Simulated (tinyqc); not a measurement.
p-n heterojunction, non-linear Poisson equation by Newton steps, Boltzmann statistics: one step of the calculation.

One dimension, material 1 (p-type) at x < 0 and material 2 (n-type) at x > 0. Band edges: Ec = -psi in material 1 and -psi + dEc in material 2, Ev = Ec - Eg. Flat quasi-Fermi levels: 0 for holes, +V for electrons. n = Nc F((EFn - Ec)/Vt), p = Nv F((Ev - EFp)/Vt), with F(eta) = exp(eta) (Boltzmann statistics); full ionisation, no interface charge, classical densities; the doping types are chosen for the exercise. The polarisation charge of real nitride interfaces, of order 1e13 cm^-2, is left out.

Question. Densities, residual and Jacobian diagonal. n_i = Nc F(a_n), a_n = (V - Ec_i)/Vt; p_i = Nv F(a_p), a_p = (Ec_i - Eg)/Vt; rho_i = p_i - n_i + C_i with C = -N1 or +N2; g_i = (n_i + p_i)/Vt. Box widths w_i = (h_(i-1) + h_i)/2 in cm. Residual F_i = a_i (psi_(i+1) - psi_i) - a_(i-1) (psi_i - psi_(i-1)) + q rho_i w_i; Jacobian: a_(i-1) and a_i beside the diagonal, b_i = -a_(i-1) - a_i - q g_i w_i on it. The two end nodes are fixed.

Values chosen for this exercise; band and dielectric values close to those of GaN and AlGaN:
```
symbol,value,unit,meaning
T,400,K,temperature
Eg1,3.44,eV,band gap of material 1
Nc1,3.57e18,cm^-3,conduction-band density of states of material 1
Nv1,7.01e19,cm^-3,valence-band density of states of material 1
Eg2,3.98,eV,band gap of material 2
Nc2,4.57e18,cm^-3,conduction-band density of states of material 2
Nv2,9.13e19,cm^-3,valence-band density of states of material 2
dEc,0.37,eV,conduction-band offset Ec2 - Ec1
N1,1.1e18,cm^-3,acceptor density of material 1
N2,6.3e16,cm^-3,donor density of material 2
V,0,V,bias of side 1 against side 2
```

Constants: q = 1.602176634e-19 C, kB = 1.380649e-23 J/K, Vt = kB T/q. Results are converted to the units shown.

```
node,x (nm),psi at the start (V),material
0,-50.2,-3.2967933,1
1,-33.6,-2.6871175,1
2,-20.7,-2.3243902,1
3,-10.7,-1.9662578,1
4,-3,-1.6597935,1
5,3,-1.4146710,2
6,18.9,-0.8100781,2
7,60.9,0.0267010,2
8,172,0.2211486,2
9,467,0.2223288,2
```

```
interval,coupling a_i (F/cm^2)
0,5.0991588e-7
1,6.5617082e-7
2,8.4646035e-7
3,1.0992992e-6
4,1.3951004e-6
5,5.2067079e-7
6,1.9711109e-7
7,7.4515442e-8
8,2.8063273e-8
```

psi_L = -3.2967933 V
psi_R = 0.22232877 V

Find: n; p; residual F; diagonal b.

Answer.

```
node,n (cm^-3),p (cm^-3)
0,1.0349e-23,1.1000e18
1,4.9714e-16,2.2899e10
2,1.8477e-11,6.1610e5
3,6.0105e-7,18.940
4,0.0043671,0.0026068
5,1.4930e-4,1.9978e-8
6,6188.5,4.8196e-16
7,2.1604e14,1.3806e-26
8,6.0880e16,4.8992e-29
9,6.3000e16,4.7343e-29
```

```
node,residual F (1e-7 C/cm^2),diagonal b (F/cm^2)
1,-3.3283,-1.1661e-6
2,-1.3666,-1.5026e-6
3,-1.2222,-1.9458e-6
4,-1.1565,-2.4944e-6
5,-0.1612,-1.9158e-6
6,-1.2063,-7.1778e-7
7,-0.7345,-2.7931e-7
8,-0.0756,-5.8484e-6
```

Computed by the program tinyqc: `OMP_NUM_THREADS=1 python tinyqc.py 2040105 2040106 out.jsonl`, one thread of a shared Intel Xeon 2.30GHz, about 0.04 s for the whole run.
